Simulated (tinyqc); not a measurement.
## Box-like doped layer, carriers, mobility and sheet resistance with incomplete ionisation: effect of the temperature

An n-type layer from the surface x = 0 to the junction xj, N(x) = N0 for x < xb and N0 10^(-(x - xb)/Lt) beyond. Local neutrality (no depletion at surface or junction, no spilling of carriers), intrinsic carriers neglected, Boltzmann statistics.

NB is given at 250 K and scales as (T/250 K)^1.5. xj = xb + Lt log10(N0/Nb). Active dopant A = min(N, Ns); n solves n (n + Nb)/(A - Nb - n) = K, K = (NB/gd) exp(-E/Vt), E = max(Ei - ks A^(1/3), 0), so n = 2 K (A - Nb)/[Nb + K + sqrt((Nb + K)^2 + 4 K (A - Nb))]; mobility mu = m1 + (m2 (T/300 K)^(-bt) - m1)/(1 + ((A + Nb)/Nr)^am). Dose = integral of N, carrier sheet density = integral of n, 1/Rs = q integral of n mu, mean mobility 1/(q Rs sheet density), Hall mobility (unit Hall factor) = integral of n mu^2 over integral of n mu, Hall sheet density = (integral of n mu)^2/integral of n mu^2; all from 0 to xj. Integrals on 4000 steps.

Parameters, values chosen for the exercise; values close to those of nitrogen in 4H silicon carbide over a p-type background: background doping of the opposite type Nb = 2.2e15 cm^-3; peak chemical concentration N0 = 3.1e17 cm^-3; mobility limit at high doping m1 = 39.8 cm^2/(V s); mobility limit at low doping, at 300 K m2 = 979 cm^2/(V s); reference doping of the mobility law Nr = 1.96e17 cm^-3; exponent of the mobility law am = 0.617; temperature exponent of m2 bt = 2.5; solubility limit of active dopant Ns = 4.93e19 cm^-3; conduction-band density of states at the reference temperature NB = 1.26e19 cm^-3; ionisation energy in the dilute limit Ei = 0.0591 eV; degeneracy factor of the level gd = 2; lowering of Ei per N^(1/3) ks = 1.4e-8 eV cm; depth of the flat top xb = 130 nm; abruptness of the tail Lt = 41 nm/decade.

Constants: q = 1.602176634e-19 C, kB = 1.380649e-23 J/K, Vt = kB T/q. Results are converted to the units shown.

The same in every row: xj (nm) = 218.1; dose (cm^-2) = 4.578e12.

Results:
```
T (K),carriers (cm^-2),Rs (ohm/square),mean mobility (cm^2/(V s)),Rs xj (ohm nm),Hall/true sheet density
150,1.685e12,1468,2524,3.201e5,0.9760
200,2.702e12,1874,1232,4.088e5,0.9803
250,3.375e12,2598,712.0,5.665e5,0.9832
300,3.777e12,3605,458.4,7.862e5,0.9852
400,4.161e12,6404,234.2,1.397e6,0.9885
450,4.254e12,8149,180.0,1.777e6,0.9900
500,4.317e12,1.008e4,143.4,2.199e6,0.9915
550,4.360e12,1.216e4,117.7,2.653e6,0.9929
```

Estimate the missing row, T = 350 K.

Computed row:
```
T (K),carriers (cm^-2),Rs (ohm/square),mean mobility (cm^2/(V s)),Rs xj (ohm nm),Hall/true sheet density
350,4.015e12,4881,318.5,1.064e6,0.9869
```

With this row back in the table: As T goes from 150 to 550, xj stays at 218 nm, Rs rises from 1470 to 12200 ohm/square, the mean mobility falls from 2520 to 118 cm^2/(V s) and the share of the dose that conducts rises from 36.8 to 95.2 %.

Program tinyqc, `OMP_NUM_THREADS=1 python tinyqc.py 2110022 2110023 out.jsonl`; Intel Xeon 2.30GHz, shared host, one thread, about 0.01 s.
